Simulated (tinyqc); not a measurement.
# Changing the shear strain e_s

Model: valley-orbit splitting of a donor ground state, with strain. Computed by tinyqc, a small Python program. Command: `OMP_NUM_THREADS=1 python tinyqc.py 3002124 3002125 out.jsonl valleyorbit sweep`. One thread of a shared host (Intel(R) Xeon(R) Processor @ 2.30GHz), about 0.02 s of CPU time with the checks.

The basis is the 1s envelope in each valley; energies are counted from the unstrained conduction-band edge. The strain is e_s (a a^T - 1/3) for the unit stress axis a, so valley j along n_j moves by Xi_u e_s w_j with w_j = (n_j.a)^2 - 1/3: -1/3 for x and y, +2/3 for z.

Inputs (values chosen for the exercise, for a model many-valley semiconductor):
```
quantity                                    value   unit
single-valley binding energy E_0             33.9    meV
central-cell shift Lambda                    1.56    meV
coupling Delta_1                             2.42    meV
coupling Delta_2                             2.81    meV
shear deformation potential Xi_u             8.48     eV
temperature T                                  30      K
donor density N_D                         1.9e+16  cm^-3
density-of-states mass of one valley m_e    0.335    m_0
```

Valleys: six along <100>. Stress axis: [001].

Constants: k_B = 8.617333262e-05 eV/K; m_0 = 9.1093837015e-31 kg; k_B = 1.380649e-23 J/K; h = 6.62607015e-34 J s.

Method:
- H_jj = -(E_0 + Lambda) + Xi_u e_s w_j; H_jk = -Delta_2 between opposite valleys and -Delta_1 between perpendicular ones.
- Diagonalise H; the ground vector has positive components. The density at the nucleus, and so the contact hyperfine coupling, scales as (sum_j c_j)^2/(number of valleys), which is 1 without strain; the envelopes are held fixed.
- The binding energy is counted from the lowest valley edge, min_j Xi_u e_s w_j; the gap is from the ground state to the next level.
- z = sum over levels of exp(-(E - E_ground)/k_B T), the ground-state share being 1/z; N_c = 2 (2 pi m_e k_B T/h^2)^(3/2) sum_j exp(-(shift_j - lowest shift)/k_B T); n1 = N_c/(2 z) exp(-binding/k_B T), binding = lowest shift - E_ground; without compensation n = 2 N_D/(1 + sqrt(1 + 4 N_D/n1)) (Boltzmann statistics; p and higher states left out).

One run for each value; columns: (1) shear strain e_s; (2) hyperfine ratio A/A_0; (3) binding energy under strain (meV); (4) gap to the first excited state (meV); (5) free electrons n (cm^-3):
```
(1)          (2)     (3)     (4)         (5)
0.00002  0.99997  47.894  14.464  8.7206e+12
0.00004  0.99988  47.839  14.409  8.7245e+12
0.00008  0.99953  47.731  14.301  8.7397e+12
0.00016  0.99819  47.525  14.095  8.7977e+12
0.00032  0.99326  47.151  13.721  9.0044e+12
0.00063  0.97771  46.549  13.119  9.6149e+12
0.00130  0.93416  45.655  12.225  1.1097e+13
0.00250  0.86688  44.800  11.370  1.2996e+13
0.00500  0.79129  44.082  10.652  1.4860e+13
```

Over the rows, hyperfine ratio A/A_0 falls from 1.000 to 0.791; binding energy under strain (meV) falls from 47.9 to 44.1 (exponent d ln y / d ln x -0.0017 between the first rows and -0.023 between the last); gap to the first excited state (meV) falls from 14.5 to 10.7 (exponent d ln y / d ln x -0.0055 between the first rows and -0.094 between the last). Strain moves the ground state into the lowered valleys, so fewer valleys add in phase at the nucleus and less valley-orbit energy is gained.

Extremes, crossings and ranges named in words are read from the listed rows.
